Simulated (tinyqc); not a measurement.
Worked calculation: LCCD on RHF in the 3-21g basis, for H3+, spin multiplicity 1. One step of it, computed by the program tinyqc.

Task: LCCD: starting amplitudes. t_ij^ab = <ij||ab> / (e_i + e_j - e_a - e_b), whose energy is MP2.

orbital energies (hartree): [-1.060022, -0.227740, -0.227627, 0.662028, 0.805036, 0.805191]

Two-electron integrals over orbitals (pq|rs), unique and non-zero (hartree):
```
(11|11) 0.568889    (21|11) -0.000031   (21|21) 0.106444    (22|11) 0.461233
(22|21) 0.053933    (22|22) 0.451567    (31|31) 0.106426    (32|31) -0.053916
(32|32) 0.041156    (33|11) 0.461224    (33|21) -0.053934   (33|22) 0.369197
(33|33) 0.451525    (41|11) 0.110501    (41|21) -0.000025   (41|22) 0.064605
(41|33) 0.064607    (41|41) 0.064605    (42|11) -0.000039   (42|21) 0.011432
(42|22) 0.006638    (42|33) -0.006673   (42|41) -0.000030   (42|42) 0.033605
(43|31) 0.011421    (43|32) -0.006652   (43|43) 0.033622    (44|11) 0.467946
(44|21) -0.000066   (44|22) 0.400604    (44|33) 0.400645    (44|41) 0.074467
(44|42) -0.000030   (44|44) 0.414718    (51|11) -3.41e-06   (51|21) -0.066392
(51|22) -0.036544   (51|33) 0.036510    (51|41) 0.000013    (51|42) -0.039435
(51|44) 0.000026    (51|51) 0.076590    (52|11) -0.128447   (52|21) -0.037692
(52|22) -0.094923   (52|33) -0.062899   (52|41) -0.063785   (52|42) -0.020375
(52|44) -0.088933   (52|51) 0.040327    (52|52) 0.096338    (53|31) 0.037667
(53|32) -0.015986   (53|43) 0.020375    (53|53) 0.026750    (54|11) 0.000030
(54|21) -0.101959   (54|22) -0.053673   (54|33) 0.053671    (54|41) 0.000029
(54|42) -0.019883   (54|44) 0.000070    (54|51) 0.076142    (54|52) 0.042733
(54|54) 0.114835    (55|11) 0.517224    (55|21) 0.074987    (55|22) 0.478993
(55|33) 0.389114    (55|41) 0.108750    (55|42) 0.025547    (55|44) 0.446078
(55|51) -0.067196   (55|52) -0.155018   (55|54) -0.085862   (55|55) 0.572969
(61|31) -0.066397   (61|32) 0.036530    (61|43) -0.039443   (61|53) -0.040285
(61|61) 0.076613    (62|31) 0.037695    (62|32) -0.016003   (62|43) 0.020387
(62|53) 0.024949    (62|61) -0.040312   (62|62) 0.026778    (63|11) -0.128457
(63|21) 0.037698    (63|22) -0.062910   (63|33) -0.094896   (63|41) -0.063806
(63|42) 0.020400    (63|44) -0.088972   (63|51) -0.040290   (63|52) 0.044578
(63|54) -0.042735   (63|55) -0.087032   (63|63) 0.096317    (64|31) -0.101980
(64|32) 0.053679    (64|43) -0.019893   (64|53) -0.042722   (64|61) 0.076189
(64|62) -0.042753   (64|64) 0.114910    (65|31) -0.074899   (65|32) 0.044866
(65|43) -0.025557   (65|53) -0.033926   (65|61) 0.067120    (65|62) -0.033953
(65|64) 0.085802    (65|65) 0.071577    (66|11) 0.517291    (66|21) -0.074963
(66|22) 0.389181    (66|33) 0.478956    (66|41) 0.108807    (66|42) -0.025600
(66|44) 0.446197    (66|51) 0.067124    (66|52) -0.087066   (66|54) 0.085829
(66|55) 0.429576    (66|63) -0.155004   (66|66) 0.572962
```

Give: Starting amplitudes; correlation energy.

Result:

Starting amplitudes (spin orbitals 1a, 1b, ...; amplitudes related by a flip of all spins are not repeated):
```
from      to          t
1a 1b  2a 2b    -0.0639
1a 1b  3a 3b    -0.0639
1a 1b  2a 5b     0.0246
1a 1b  3a 6b     0.0246
1a 1b  6a 6b    -0.0205
1a 1b  5a 5b    -0.0205
1a 1b  4a 4b    -0.0188
1a 1b  2a 4b   9.71e-06
1a 1b  4a 5b  -3.67e-06
```

correlation energy = -0.024505 hartree
